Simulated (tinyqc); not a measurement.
Random telegraph noise from one oxide trap in a small MOSFET: two steps of the calculation.

An acceptor-like trap exchanges electrons with the channel. Inversion charge Q = Cox u, u = n Vt W0(exp((Vg - VT)/(n Vt))), W0 the Lambert function, n = nf, Cox = eps0 eox/tox; linear regime Id = (W/L) mu Q Vd. Relative to threshold the surface potential rises by Vt ln(u/u0) and the oxide voltage by the rest of Vg - VT, with u0 = n Vt W0(1).

Inputs (values chosen for the exercise); values of the order met in silicon transistors: temperature T = 300 K; relative permittivity of the gate insulator (close to silicon dioxide) eox = 3.9; insulator thickness tox = 1.7 nm; depth of the trap from the channel interface xt = 0.7 nm; trap level above the channel Fermi level at threshold E0 = 0.18 eV; capture prefactor s0 = 1e-16 cm^2; capture barrier (lattice relaxation) EB = 0.38 eV; tunnelling decay length lt = 0.15 nm; thermal velocity vth = 1.6e7 cm/s; thickness of the inversion layer zi = 2 nm; threshold voltage VT = 0.29 V; body factor nf = 1.11; gate width W = 180 nm; gate length L = 40 nm; mobility mu = 250 cm^2/(V s); scattering coefficient of the charged trap asc = 3.7e-16 V s; drain voltage Vd = 0.1 V; gate voltage Vg = 0.66 V.

Constants: q = 1.602176634e-19 C, kB = 1.380649e-23 J/K, Vt = kB T/q, eps0 = 8.8541878128e-14 F/cm where lengths are in cm. Results are converted to the units shown.

Problem 1. Trap level, time constants and occupancy. N = Cox u/q; dpsi = Vt ln(u/u0); E = E0 - dpsi - (xt/tox)(Vg - VT - dpsi); capture time tc = 1/[(N/zi) vth s0 exp(-xt/lt - EB/Vt)]; emission time te = tc exp(-E/Vt); occupancy te/(tc + te).

Wanted: u; N; dpsi; E; tc; te; occupancy.

Solution 1.

u = 0.3024 V
N = 3.834e12 cm^-2
dpsi = 0.07554 V
E = -0.01679 eV
tc = 0.008388 s
te = 0.01606 s
occupancy = 0.6569

The trap lies 0.65 Vt below the Fermi level, so it is filled most of the time.

Problem 2. Step height. A = W L; threshold step dV = q (1 - xt/tox)/(Cox A); gm/Id = 1/(u + n Vt); relative step dI/I = (gm/Id) dV + asc mu/A. Id as defined.

u = 0.30241964 V
N = 3.8341051e12 cm^-2

Find: electrons in the channel N A; dV; gm/Id; number part of dI/I; dI/I; Id; dI.

Solution 2.

electrons in the channel N A = 276.06
dV = 0.64441 mV
gm/Id = 3.0201 1/V
number part of dI/I = 0.19462 %
dI/I = 0.32309 %
Id = 69.108 uA
dI = 223.28 nA

Range of the model: VT is taken as given; short-channel effects and the uneven flow of current among few electrons are left out.

Numbers from tinyqc (`OMP_NUM_THREADS=1 python tinyqc.py 2710013 2710014 out.jsonl`; about 0.01 s on one thread of a shared Intel Xeon 2.30GHz).
